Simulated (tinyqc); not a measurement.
What moves the results: two-dimensional electron gas with Rashba and Dresselhaus coupling. A value that a table varies takes the place of the one given here.

H = c k^2/m + al (ky sx - kx sy) + b1 (kx sx - ky sy) + gam kx ky (kx sy - ky sx), s the Pauli matrices, x = [100], c = hbar^2/2m0, b1 = gam (pi/L)^2 (hard walls). H = c k^2/m + B.s, so E = c k^2/m -/+ |B| and the lower state has its spin along -B.

Constants: hbar^2/2m0 = 3.80998211 eV angstrom^2.

Parameters, chosen for this exercise (of the size met in InGaAs; shifted at random, so the results belong to these values and not to a real crystal): m = 0.0409 m0 (mass); al = 0.29 eV angstrom (Rashba constant); gam = 19.5 eV angstrom^3 (bulk Dresselhaus constant); L = 105 angstrom (width of the (001) well); n = 2 1e11/cm^2 (sheet density (one subband filled)).

## Splitting and spin direction around the circle

At |k| = k0 = sqrt(2 pi n), 1e11/cm^2 = 1e-5/angstrom^2.

Around the circle:

| phi (deg) | Bx (meV) | By (meV) | splitting (meV) | lower spin (deg) |
|---|---|---|---|---|
| 0.0 | 0.1957 | -3.2509 | 6.5136 | 93.4 |
| 22.5 | 1.4211 | -3.0693 | 6.7648 | 114.8 |
| 45.0 | 2.4274 | -2.4274 | 6.8657 | 135.0 |
| 67.5 | 3.0693 | -1.4211 | 6.7648 | 155.2 |
| 90.0 | 3.2509 | -0.1957 | 6.5136 | 176.6 |
| 112.5 | 2.9375 | 1.0670 | 6.2506 | -160.0 |
| 135.0 | 2.1701 | 2.1701 | 6.1379 | -135.0 |
| 157.5 | 1.0670 | 2.9375 | 6.2506 | -110.0 |

The splitting runs from 6.1379 meV at 135 to 6.8657 meV at 45 degrees. Along [110] it is 2 k |al + b1 - 2 b3| and along [-110] 2 k |al - b1 + 2 b3|, b3 = gam k^2/4. From 0 to 90 degrees the spin turns with k (+83 degrees), the sense of the Rashba term.

## Tuning the Rashba term through the balance point

al = f (b1 - b3) at k0 = sqrt(2 pi n), b3 = gam k0^2/4. Helix wavelength along [110]: 2 pi c/(m |al + b1 - b3|). Dyakonov-Perel rates are proportional to the mean squares of the first harmonics: for spin along z, al^2 + (b1 - b3)^2; for the most protected in-plane spin, (al - (b1 - b3))^2/2 (third harmonic left out); both are given over (b1 - b3)^2.

Against f:

| f | al (meV angstrom) | wavelength (micron) | rate, z | rate, in plane |
|---|---|---|---|---|
| 0.00 | 0.000 | 3.475 | 1.000 | 0.5000 |
| 0.25 | 4.211 | 2.780 | 1.062 | 0.2812 |
| 0.50 | 8.422 | 2.317 | 1.250 | 0.1250 |
| 0.75 | 12.633 | 1.986 | 1.562 | 0.0312 |
| 0.90 | 15.159 | 1.829 | 1.810 | 0.0050 |
| 1.00 | 16.844 | 1.737 | 2.000 | 0.0000 |
| 1.25 | 21.055 | 1.544 | 2.562 | 0.0312 |
| 2.00 | 33.688 | 1.158 | 5.000 | 0.5000 |

At f = 1, al = 16.84 meV angstrom, the first harmonic points along one axis for all k and the listed in-plane rate vanishes; the helix would have wavelength 1.74 micron. The third harmonic, b3/(b1 - b3) = 0.04, is small and sets its lifetime. The uniform z spin still relaxes there, twice as fast as at f = 0.

## What each parameter does

Splittings 2|B| at k0 = sqrt(2 pi n) along [100], [110] and [-110], and E0 = c k0^2/m; 1e11/cm^2 = 1e-5/angstrom^2. Each row changes one parameter from the base and keeps the others.

Results:

| case | [100] (meV) | [110] (meV) | [-110] (meV) | E0 (meV) |
|---|---|---|---|---|
| base | 6.5136 | 6.8657 | 6.1379 | 11.71 |
| m = 0.04499 m0 | 6.5136 | 6.8657 | 6.1379 | 10.64 |
| al = 0.348 eV angstrom | 7.8120 | 8.1661 | 7.4382 | 11.71 |
| gam = 23.4 eV angstrom^3 | 6.5187 | 6.9385 | 6.0651 | 11.71 |
| L = 125 angstrom | 6.5077 | 6.7505 | 6.2531 | 11.71 |
| n = 3 1e11/cm^2 | 7.9774 | 8.3919 | 7.5342 | 17.56 |

The largest shifts from the base row, up to three for each result and ties (the steps differ in size, so this ranks the rows, not the parameters). [100] (meV): n +1.4639, al +1.2984, L -0.0059; unchanged at the printed digits by m. [110] (meV): n +1.5262, al +1.3004, L -0.1152; unchanged at the printed digits by m. [-110] (meV): n +1.3963, al +1.3004, L +0.1152; unchanged at the printed digits by m. E0 (meV): n +5.85, m -1.06; unchanged at the printed digits by al, gam and L.

Program tinyqc; command `OMP_NUM_THREADS=1 python tinyqc.py 1450133 1450134 out.jsonl`; about 0.01 s on one thread of a shared Intel(R) Xeon(R) Processor @ 2.30GHz.
